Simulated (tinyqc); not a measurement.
Worked calculation: G0W0 on RHF in the 3-21g basis, for HeH+, spin multiplicity 1. Computed by tinyqc, a small Python program that keeps every step (integrals from PySCF). Settings: charge = 1, multiplicity = 1, basis = 3-21g, method = RHF, energy threshold = 1e-10, iteration cap = 84, orthogonalisation = symmetric, start = Wolfsberg-Helmholz matrix, DIIS depth = 6. Command: `OMP_NUM_THREADS=1 python tinyqc.py 21480 21481 out.jsonl` (the two numbers bound the seeds that draw the settings). One thread of a shared host (Intel(R) Xeon(R) Processor @ 2.60GHz), about 0.06 s of CPU time with the checks. The early iterations of the SCF are left out here.

## One-electron integrals

Geometry (angstrom):

| atom | x | y | z |
|---|---|---|---|
| He | 0.000000 | 0.000000 | 0.000000 |
| H | 0.000000 | 0.000000 | 0.857000 |

Basis 3-21g: exponents (1/bohr^2) and contraction coefficients of normalised primitives:

| element | l (shell) | exponent | coefficient |
|---|---|---|---|
| He | s (1) | 13.626700 | 0.175230 |
| He | s (1) | 1.999350 | 0.893482 |
| He | s (2) | 0.382993 | 1.000000 |
| H | s (1) | 5.447178 | 0.156285 |
| H | s (1) | 0.824547 | 0.904691 |
| H | s (2) | 0.183192 | 1.000000 |

Overlap, kinetic and nuclear-attraction integrals over the contracted functions; the nuclear repulsion is the sum of Za Zb / Rab.

nuclear repulsion = 1.23495265 hartree

overlap S, lower triangle:
```
          1He 1s    1He 2s     2H 1s     2H 2s
1He 1s  1.000000
1He 2s  0.595216  1.000000
2H 1s   0.160642  0.430455  1.000000
2H 2s   0.249558  0.653928  0.645899  1.000000
```

kinetic energy T (hartree), lower triangle:
```
           1He 1s    1He 2s     2H 1s     2H 2s
1He 1s   3.916124
1He 2s   0.578949  0.574489
2H 1s   -0.028219  0.182779  1.549405
2H 2s    0.088954  0.190429  0.293152  0.274788
```

nuclear attraction V (hartree), lower triangle:
```
           1He 1s     1He 2s      2H 1s      2H 2s
1He 1s  -6.107163
1He 2s  -2.602682  -2.564808
2H 1s   -0.672630  -1.219775  -2.952565
2H 2s   -1.048941  -1.506926  -1.564048  -1.713387
```

core Hamiltonian H = T + V (hartree), lower triangle:
```
           1He 1s     1He 2s      2H 1s      2H 2s
1He 1s  -2.191039
1He 2s  -2.023733  -1.990319
2H 1s   -0.700849  -1.036997  -1.403161
2H 2s   -0.959986  -1.316497  -1.270896  -1.438599
```

## Two-electron integrals

Functions are numbered as in S; the eight-fold symmetry (ij|kl) = (ji|kl) = (kl|ij) leaves the list below.

Two-electron integrals (ij|kl) in chemists' order, unique and non-zero (hartree):
```
(11|11) 1.803255   (21|11) 0.876507   (21|21) 0.452077   (22|11) 0.917008
(22|21) 0.514678   (22|22) 0.698314   (31|11) 0.218048   (31|21) 0.114734
(31|22) 0.135100   (31|31) 0.034976   (32|11) 0.337819   (32|21) 0.193743
(32|22) 0.277769   (32|31) 0.064423   (32|32) 0.166294   (33|11) 0.611558
(33|21) 0.360532   (33|22) 0.561664   (33|31) 0.128588   (33|32) 0.404701
(33|33) 1.140145   (41|11) 0.352814   (41|21) 0.183708   (41|22) 0.212667
(41|31) 0.048979   (41|32) 0.085355   (41|33) 0.161886   (41|41) 0.075696
(42|11) 0.501607   (42|21) 0.286361   (42|22) 0.408797   (42|31) 0.081478
(42|32) 0.189242   (42|33) 0.414758   (42|41) 0.121172   (42|42) 0.256731
(43|11) 0.384814   (43|21) 0.225546   (43|22) 0.348099   (43|31) 0.076491
(43|32) 0.228924   (43|33) 0.611403   (43|41) 0.100102   (43|42) 0.251918
(43|43) 0.345152   (44|11) 0.505299   (44|21) 0.295707   (44|22) 0.460511
(44|31) 0.090250   (44|32) 0.252953   (44|33) 0.626370   (44|41) 0.127887
(44|42) 0.319373   (44|43) 0.380329   (44|44) 0.482957
```

## Orthogonalisation

S = U s U^T; symmetric (Loewdin) form X = U s^(-1/2) U^T, so that X^T S X = 1.

eigenvalues of S: 0.215063  0.403981  0.976318  2.404638

X, lower triangle:
```
           1He 1s     1He 2s      2H 1s     2H 2s
1He 1s   1.196401
1He 2s  -0.446718   1.496146
2H 1s    0.002760  -0.087779   1.237928
2H 2s    0.064973  -0.483399  -0.419740  1.456123
```

## Iteration 6 (converged): orbitals

converged F (hartree), lower triangle:
```
           1He 1s     1He 2s      2H 1s      2H 2s
1He 1s  -0.710958
1He 2s  -1.487508  -1.100306
2H 1s   -0.686529  -0.720967  -0.353355
2H 2s   -0.840634  -0.802915  -0.711065  -0.688266
```

Diagonalise F' = X^T F X, C = X C', fill 1 alpha and 1 beta electrons from the bottom; D = 2 C_occ C_occ^T. Each column has its largest component positive (the first on a tie).

F' = X^T F X (hartree), lower triangle:
```
           1          2          3          4
1   0.262786
2  -1.516560   0.093476
3  -0.268145  -0.268434   0.163201
4  -0.147698  -0.297606  -0.529394  -0.102922
```

orbital energies (hartree): MO1 -1.568387, MO2 -0.296898, MO3 0.578428, MO4 1.703398

coefficients C:
```
             MO1        MO2        MO3        MO4
1He 1s  0.462468  -0.196359   0.002202  -1.175893
1He 2s  0.547083  -0.685188   0.086330   1.379549
2H 1s   0.176873   0.349854   1.250069  -0.002386
2H 2s   0.036942   0.986174  -1.152649  -0.481528
```

D after iteration 6, lower triangle:
```
          1He 1s    1He 2s     2H 1s     2H 2s
1He 1s  0.427753
1He 2s  0.506017  0.598600
2H 1s   0.163596  0.193529  0.062568
2H 2s   0.034169  0.040420  0.013068  0.002729
```

## Convergence

Stop when the energy changes by less than 1e-10 hartree and every element of the error matrix X^T (F D S - S D F) X is below 3e-06.

Course of the cycle:

| iteration | E (hartree) | change | largest element of the error matrix |
|---|---|---|---|
| 1 | -2.82671032 | - | 3.88e-01 |
| 2 | -2.88481635 | -5.81e-02 | 3.26e-02 |
| 3 | -2.88561180 | -7.95e-04 | 2.90e-03 |
| 4 | -2.88561887 | -7.07e-06 | 4.26e-05 |
| 5 | -2.88561887 | -1.30e-09 | 3.18e-06 |
| 6 | -2.88561887 | -1.15e-11 | 2.46e-08 |

PySCF RHF in the same basis = -2.88561887 hartree

Converged in 6 iterations.

## Integrals over molecular orbitals

(pq|rs) = sum C_ip C_jq C_kr C_ls (ij|kl), one index at a time.

one-electron integrals over orbitals h = C^T H C (hartree), lower triangle:
```
           1          2          3         4
1  -2.552184
2   0.156707  -1.266851
3  -0.020885  -0.219386  -0.417975
4   0.264719  -0.222634   0.025245  0.076656
```

Two-electron integrals over orbitals (pq|rs), unique and non-zero (hartree):
```
(11|11) 0.983797    (21|11) -0.156707   (21|21) 0.103305    (22|11) 0.536629
(22|21) 0.039924    (22|22) 0.564980    (31|11) 0.020885    (31|21) 0.046177
(31|22) 0.073511    (31|31) 0.052149    (32|11) 0.132782    (32|21) 0.026531
(32|22) 0.122458    (32|31) 0.063022    (32|32) 0.120915    (33|11) 0.524276
(33|21) 0.080538    (33|22) 0.581429    (33|31) 0.120478    (33|32) 0.188340
(33|33) 0.688960    (41|11) -0.264719   (41|21) 0.096949    (41|22) -0.055523
(41|31) 0.005047    (41|32) -0.013001   (41|33) -0.019416   (41|41) 0.220241
(42|11) 0.159792    (42|21) -0.039454   (42|22) 0.041374    (42|31) 0.008589
(42|32) 0.030121    (42|33) 0.044882    (42|41) -0.094771   (42|42) 0.055297
(43|11) -0.010099   (43|21) 0.021450    (43|22) 0.029546    (43|31) 0.021044
(43|32) 0.013337    (43|33) 0.040875    (43|41) -0.008561   (43|42) 0.002880
(43|43) 0.016455    (44|11) 0.923492    (44|21) -0.176948   (44|22) 0.479512
(44|31) -0.008090   (44|32) 0.093645    (44|33) 0.442978    (44|41) -0.285628
(44|42) 0.156512    (44|43) -0.020867   (44|44) 0.939128
```

## Screening: direct RPA

With D = e_a - e_i and K = (ia|jb): diagonalise D^(1/2) (D + 4K) D^(1/2) = Z w^2 Z^T; X + Y = D^(1/2) Z w^(-1/2), each column of Z with its largest component positive (the first on a tie); E_c = (sum w - tr (D + 2K)) / 2.

D^(1/2) (D + 4K) D^(1/2) (hartree^2), lower triangle:
```
          1>2       1>3        1>4
1>2  2.142089
1>3  0.305170  5.056628
1>4  0.790954  0.053503  13.586905
```

excitation energies w (hartree): 1.434404  2.255250  3.693502

X + Y:
```
             1          2         3
1>2   0.934633   0.074318  0.040392
1>3  -0.122099   0.970755  0.006605
1>4  -0.102155  -0.018635  0.938913
```

RPA correlation energy = -0.02916140 hartree

## G0W0 on Hartree-Fock: HOMO

W(p,q,m) = sqrt2 sum_ia (pq|ia) (X+Y)_ia,m; Sigma_c(x) = sum_(i,m) W^2/(x - e_i + w_m) + sum_(a,m) W^2/(x - e_a - w_m); solve x = e_p + Sigma_c(x) by Newton steps; Z = 1/(1 - dSigma/dx); 1 hartree = 27.211386 eV.

The 12 largest terms at x = e_p (hartree; W for the signs of X + Y given):

| q | m | W | term |
|---|---|---|---|
| 1 | 3 | -0.360256 | 0.035139 |
| 1 | 1 | -0.172494 | 0.020743 |
| 4 | 3 | 0.298027 | -0.012752 |
| 2 | 1 | 0.114566 | -0.004851 |
| 2 | 3 | 0.135063 | -0.003674 |
| 4 | 1 | 0.095455 | -0.001936 |
| 2 | 2 | 0.071697 | -0.001458 |
| 3 | 2 | 0.076313 | -0.001323 |
| 3 | 1 | 0.051302 | -0.000735 |
| 1 | 2 | 0.019178 | 0.000163 |
| 4 | 2 | 0.011314 | -0.000023 |
| 3 | 3 | 0.009826 | -0.000017 |

Newton steps (hartree):

| step | x | Sigma_c(x) | Z |
|---|---|---|---|
| 0 | -1.568387 | 0.029277 | 0.971111 |
| 1 | -1.539956 | 0.028440 | 0.971699 |
| 2 | -1.539947 | 0.028440 | 0.971699 |

quasiparticle energy of the HOMO = -41.904096 eV

Hartree-Fock value = -42.677988 eV

## G0W0 on Hartree-Fock: LUMO

As before.

The 12 largest terms at x = e_p (hartree; W for the signs of X + Y given):

| q | m | W | term |
|---|---|---|---|
| 2 | 2 | 0.106579 | -0.005037 |
| 1 | 1 | 0.114566 | 0.004851 |
| 1 | 3 | 0.135063 | 0.003674 |
| 4 | 3 | -0.128013 | -0.002878 |
| 3 | 2 | 0.089651 | -0.002567 |
| 2 | 1 | 0.048098 | -0.001613 |
| 1 | 2 | 0.071697 | 0.001458 |
| 2 | 3 | -0.070757 | -0.001356 |
| 4 | 1 | -0.039940 | -0.000464 |
| 3 | 1 | 0.026064 | -0.000294 |
| 3 | 3 | -0.015159 | -0.000050 |
| 4 | 2 | 0.010143 | -0.000024 |

Newton steps (hartree):

| step | x | Sigma_c(x) | Z |
|---|---|---|---|
| 0 | -0.296898 | -0.004301 | 0.991792 |
| 1 | -0.301164 | -0.004266 | 0.991804 |
| 2 | -0.301164 | -0.004266 | 0.991804 |

quasiparticle energy of the LUMO = -8.195079 eV

Hartree-Fock value = -8.078999 eV
